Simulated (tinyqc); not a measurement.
# MOS inversion layer, Poisson-Schroedinger loop: effects of single changes

Electrons confined at an insulator interface at z = 0, treated as a hard wall; parabolic valleys, Hartree approximation, no image or exchange terms. The depletion charge lies far deeper than the electrons and gives a uniform field q Nd/(eps0 eps_r); the gate balances all charge. Energies are counted from the band edge at the interface.

Values chosen for this exercise; masses and permittivity close to those of 4H silicon carbide (0001):

| symbol | value | unit | meaning |
|---|---|---|---|
| T | 300 | K | temperature |
| eps_r | 9.72 |  | relative permittivity |
| mz1 | 0.328 | m0 | mass along z of valley set A (3 valley(s)) |
| md1 | 0.425 | m0 | in-plane density-of-states mass of set A |
| Ns | 5.7e12 | cm^-2 | sheet density of electrons |
| Nd | 1.1e12 | cm^-2 | sheet density of depletion charge |

Constants: q = 1.602176634e-19 C, kB = 1.380649e-23 J/K, hbar = 1.054571817e-34 J s, m0 = 9.1093837015e-31 kg, Vt = kB T/q, eps0 = 8.8541878128e-14 F/cm where lengths are in cm, hbar^2/(2 m0) = 0.0380998212 eV nm^2. Results are converted to the units shown.

Each table varies one quantity; the others keep the values above.

## Effect of the sheet density of electrons

Schroedinger equation -(C/mz) psi'' + (V0 + U) psi = E psi, C = hbar^2/(2 m0), psi(0) = 0, on a uniform mesh of 800 nodes with a far wall at 21 nm, 8 levels a set; V0 = q Nd z/(eps0 eps_r); dU/dz = q (Ns - integral of n from 0 to z)/(eps0 eps_r), U(0) = 0; N_k = g md m0 q Vt/(pi hbar^2) ln(1 + exp((EF - E_k)/Vt)), g the number of valleys of the set, sum N_k = Ns. Triangular well: E_k = a_k (C F^2/mz)^(1/3), a_1 = 2.338107, a_2 = 4.087949, C = hbar^2/(2 m0), F in eV/nm. Fang-Howard (all electrons in the lowest level of set A): b^3 = 6 (mz1/C) q (Nd + 11 Ns/32)/(eps0 eps_r), centroid 3/b, level C b^2/(4 mz1) + (3/b) q (Nd + 11 Ns/16)/(eps0 eps_r). The centroid adds 3.9 z_av/eps_r to an oxide-equivalent thickness. Shares under 0.0001 % are printed as 0.

Effect of the sheet density of electrons:

| Ns (cm^-2) | A1 (meV) | A2 (meV) | EF (meV) | share of A1 (%) | share of A2 (%) | centroid z_av (nm) | added oxide equivalent (nm) | Fang-Howard centroid (nm) |
|---|---|---|---|---|---|---|---|---|
| 1e11 | 89.3 | 154 | -40.3 | 91.3 | 7.50 | 2.95 | 1.18 | 2.91 |
| 2.1e11 | 93.5 | 159 | -16.7 | 91.6 | 7.30 | 2.91 | 1.17 | 2.88 |
| 4.5e11 | 102 | 170 | 12.2 | 92.0 | 6.90 | 2.84 | 1.14 | 2.82 |
| 9.7e11 | 121 | 191 | 51.0 | 92.9 | 6.17 | 2.69 | 1.08 | 2.70 |
| 2.1e12 | 156 | 234 | 108 | 94.3 | 5.01 | 2.46 | 0.986 | 2.49 |
| 4.4e12 | 219 | 308 | 193 | 95.9 | 3.60 | 2.16 | 0.865 | 2.21 |
| 9.4e12 | 332 | 440 | 331 | 97.6 | 2.16 | 1.81 | 0.725 | 1.86 |
| 2e13 | 526 | 662 | 556 | 98.8 | 1.11 | 1.47 | 0.588 | 1.52 |

What does the comparison show?

As Ns goes from 1e11 to 2e13, A1 rises from 89.3 to 526 meV, the share of A1 rises from 91.3 to 98.8 % and the centroid falls from 2.95 to 1.47 nm. A1 goes as Ns^(0.61) between the last two rows (a triangular well in the field of that charge alone gives 2/3). EF lies more than 2 meV above A1 for Ns = 2e13. The Fang-Howard centroid is 1.3 % below the full one in the first row, where A1 holds 91.3 %, and 3.8 % above it in the last, where A1 holds 98.8 %.

## Effect of the sheet density of depletion charge

Schroedinger equation -(C/mz) psi'' + (V0 + U) psi = E psi, C = hbar^2/(2 m0), psi(0) = 0, on a uniform mesh of 800 nodes with a far wall at 22 nm, 8 levels a set; V0 = q Nd z/(eps0 eps_r); dU/dz = q (Ns - integral of n from 0 to z)/(eps0 eps_r), U(0) = 0; N_k = g md m0 q Vt/(pi hbar^2) ln(1 + exp((EF - E_k)/Vt)), g the number of valleys of the set, sum N_k = Ns.

Effect of the sheet density of depletion charge:

| Nd (cm^-2) | A1 (meV) | A2 (meV) | EF (meV) | share of A1 (%) | share of A2 (%) | centroid z_av (nm) | added oxide equivalent (nm) | Fang-Howard centroid (nm) |
|---|---|---|---|---|---|---|---|---|
| 1e11 | 224 | 293 | 202 | 87.9 | 7.28 | 2.83 | 1.13 | 2.39 |
| 1.7e11 | 226 | 296 | 205 | 88.8 | 7.04 | 2.72 | 1.09 | 2.36 |
| 3.1e11 | 229 | 302 | 209 | 90.6 | 6.50 | 2.53 | 1.02 | 2.31 |
| 5.3e11 | 235 | 313 | 216 | 92.9 | 5.49 | 2.33 | 0.933 | 2.24 |
| 9.4e11 | 247 | 336 | 228 | 95.8 | 3.66 | 2.10 | 0.842 | 2.13 |
| 1.6e12 | 265 | 374 | 247 | 98.1 | 1.78 | 1.90 | 0.763 | 1.99 |
| 2.9e12 | 301 | 446 | 283 | 99.5 | 0.451 | 1.69 | 0.678 | 1.79 |
| 5e12 | 355 | 551 | 338 | 99.9 | 0.0644 | 1.49 | 0.600 | 1.59 |

What does the table show?

As Nd goes from 1e11 to 5e12, A1 rises from 224 to 355 meV, the share of A1 rises from 87.9 to 99.9 % and the centroid falls from 2.83 to 1.49 nm. A1 goes as Nd^(0.31) between the last two rows (a triangular well in the field of that charge alone gives 2/3). The Fang-Howard centroid is 16 % below the full one in the first row, where A1 holds 87.9 %, and 6.5 % above it in the last, where A1 holds 99.9 %.

Numbers from tinyqc (`OMP_NUM_THREADS=1 python tinyqc.py 2160018 2160019 out.jsonl`; about 0.5 s on one thread of a shared Intel Xeon 2.30GHz).
